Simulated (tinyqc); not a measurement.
Inside a calculation. Method: plane-wave Kohn-Sham cycle with exchange-only LDA in a layered model solid. One step of it, computed by the program tinyqc.

Task: Iteration 2: potential. V_H(G) = 4 pi rho(G)/G^2 for G != 0 (uniform background); v_x = -(3 rho/pi)^(1/3); V = V_ext + V_H + v_x; Fourier components f(G_m) = (1/N) sum_j f(x_j) exp(-i G_m x_j).

A solid whose potential varies along x alone (atomic units):
```
parameter,value
period a,10.600000
cross-section of the cell,10.000000
electrons per cell,4
grid points,16
"plane waves -n..n, n",2
k points,2
V1 in V1 cos(2 pi x/a),-0.390000
V2 in V2 cos(4 pi x/a),-0.270000
```

density after iteration 1 (e/bohr^3): 0.07531141  0.07305225  0.06448908  0.04864615  0.03055902  0.01761978  0.01231735  0.01162522  0.01184448  0.01162522  0.01231735  0.01761978  0.03055902  0.04864615  0.06448908  0.07305225

Give: Potentials on the grid; V(G_m), m = 0, 1, 2, ....

Result:

Potentials on the grid (hartree):
```
x,V_ext,V_H,v_x,V
0.000,-0.660,1.274,-0.416,0.198
0.662,-0.551,1.171,-0.412,0.208
1.325,-0.276,0.876,-0.395,0.206
1.988,0.042,0.438,-0.359,0.120
2.650,0.270,-0.060,-0.308,-0.098
3.312,0.340,-0.520,-0.256,-0.436
3.975,0.276,-0.874,-0.227,-0.825
4.638,0.169,-1.089,-0.223,-1.142
5.300,0.120,-1.160,-0.224,-1.265
5.963,0.169,-1.089,-0.223,-1.142
6.625,0.276,-0.874,-0.227,-0.825
7.287,0.340,-0.520,-0.256,-0.436
7.950,0.270,-0.060,-0.308,-0.098
8.613,0.042,0.438,-0.359,0.120
9.275,-0.276,0.876,-0.395,0.206
9.938,-0.551,1.171,-0.412,0.208
```

V(G_m), m = 0, 1, 2, ... (hartree): -0.313  0.365  -0.109  0.001  -0.001
